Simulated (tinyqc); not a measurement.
Gain against bias and Miller's formula: avalanche multiplication and breakdown of a junction from ionisation integrals. Computed by tinyqc, a small Python program. Command: `OMP_NUM_THREADS=1 python tinyqc.py 3031604 3031605 out.jsonl impact walk`. One thread of a shared host (Intel(R) Xeon(R) Processor @ 2.30GHz), about 0.01 s of CPU time with the checks.

Ionisation coefficients follow the local field. Position x runs through the depletion layer from the p side (x = 0), where electrons enter, to the n side (x = w), where holes enter. The built-in voltage is neglected.

Inputs (values chosen for the exercise, modelled on 4H-SiC):
```
quantity,value,unit
electron prefactor a_n,1.78e+08,1/cm
electron field b_n,3.23e+07,V/cm
hole prefactor a_p,3.24e+08,1/cm
hole field b_p,2.54e+07,V/cm
exponent c,1,-
permittivity eps,9.7,-
doping N of the lightly doped side,1.6e+17,1/cm^3
layer width W,0.78,micrometre
```

Junction: punch-through p+ n- n+.

Constants: e = 1.602176634e-19 C; eps_0 = 8.8541878128e-12 F/m.

Method:
- alpha_n = a_n exp(-(b_n/F)^c), alpha_p = a_p exp(-(b_p/F)^c).
- Field F = F_m - e N x/(eps eps_0) over the layer, w = W, V = F_m W - e N W^2/(2 eps eps_0); valid while F > 0 at x = W.
- With Phi(x) = int_0^x (alpha_n - alpha_p) dx': 1 - 1/M_n = I_n = int_0^w alpha_n exp(-Phi) dx and M_p = M_n exp(-Phi(w)); trapezoid rule on 401 even points; breakdown at I_n = 1.
- Solve I_n(F_m) = 1.
- Miller's exponent n is defined by 1 - 1/M = (V/V_B)^n for the larger M.

breakdown voltage = 183.797 V

critical field F_m = 3.52043 MV/cm

Gain:
```
V/V_B,V (V),F_m (MV/cm),M_n,M_p,Miller exponent n
0.50,91.90,2.3422,1.0009,1.040,4.7059
0.60,110.28,2.5779,1.0041,1.134,4.1778
0.70,128.66,2.8135,1.0153,1.404,3.4916
0.80,147.04,3.0492,1.0552,2.231,2.6646
0.90,165.42,3.2848,1.2447,5.839,1.7828
0.95,174.61,3.4026,1.7218,14.700,1.3735
0.98,180.12,3.4733,3.2770,43.437,1.1529
0.99,181.96,3.4969,5.9205,92.241,1.0846
```

What follows from these numbers?

The larger gain passes 2 between 0.700 and 0.800 of V_B and reaches 92.2 at 0.99. Miller's exponent runs from 1.1 to 4.7, so it is not a constant: a fit holds over a narrow range only. From the first row to the last the voltage grows by a factor 1.98 and the peak field by 1.49.

Extremes, crossings and ranges named in words are read from the listed rows.
